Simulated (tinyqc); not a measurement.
Two-diode model of a solar cell: effect of the concentration.

J is the current delivered and Vj = V + J Rs the junction voltage. J = X JL - J01 (exp(Vj/(n1 Vt)) - 1) - J02 (exp(Vj/(2 Vt)) - 1) - Vj/Rp. The photocurrent does not depend on voltage.

Jsc at V = 0, Voc at J = 0, the maximum power point where J (1 + 2 Rs G) = G Vj with G = -dJ/dVj; FF = Vmp Jmp/(Voc Jsc); efficiency Vmp Jmp/(X Pin). Empirical fill factor without parasitics FF0 = (v - ln(v + 0.72))/(v + 1), v = Voc/(n1 Vt).

Values chosen for this exercise; values of the order met in cells of cadmium telluride: temperature T = 323 K; photocurrent at one sun JL = 28.1 mA/cm^2; saturation current of the first diode J01 = 3.2e-16 A/cm^2; ideality factor of the first diode n1 = 1; series resistance Rs = 0 ohm cm^2; shunt resistance Rp = 3000 ohm cm^2; incident power at one sun Pin = 100 mW/cm^2; saturation current of the second diode (ideality 2) J02 = 2.9e-9 A/cm^2.

Constants: q = 1.602176634e-19 C, kB = 1.380649e-23 J/K, Vt = kB T/q. Results are converted to the units shown.

Results:
```
X (suns),Jsc (mA/cm^2),Voc (V),Vmp (V),Jmp (mA/cm^2),FF,efficiency (%),FF0
0.01,0.2810,0.5751,0.3860,0.1493,0.3567,5.765,0.8125
0.04,1.124,0.7015,0.5598,0.8697,0.6174,12.17,0.8376
0.1,2.810,0.7573,0.6188,2.407,0.7000,14.90,0.8465
0.5,14.05,0.8379,0.7057,12.85,0.7705,18.14,0.8576
6,168.6,0.9325,0.8185,159.4,0.8298,21.74,0.8686
20,562.0,0.9710,0.8632,536.6,0.8488,23.16,0.8726
80,2248,1.013,0.9088,2164,0.8638,24.58,0.8766
300,8430,1.051,0.9486,8154,0.8732,25.78,0.8800
```

Estimate the missing row, X = 2 suns.

Computed row:
```
X (suns),Jsc (mA/cm^2),Voc (V),Vmp (V),Jmp (mA/cm^2),FF,efficiency (%),FF0
2,56.20,0.8941,0.7720,52.53,0.8071,20.28,0.8644
```

With this row back in the table: As X goes from 0.01 to 300, Voc rises from 0.575 to 1.05 V, FF rises from 0.357 to 0.873 and the efficiency rises from 5.77 to 25.8 %. Voc gains 66.6 mV a decade at the top and 210 mV at the bottom (n1 Vt ln 10 = 64.1 mV). For X = 0.01 the shunt carries over 0.3 of the photocurrent at open circuit, so it pulls Voc down and FF towards the 1/4 of a resistor.

tinyqc, about 0.01 s, one thread, Intel Xeon 2.30GHz (shared host): `OMP_NUM_THREADS=1 python tinyqc.py 2280003 2280004 out.jsonl`
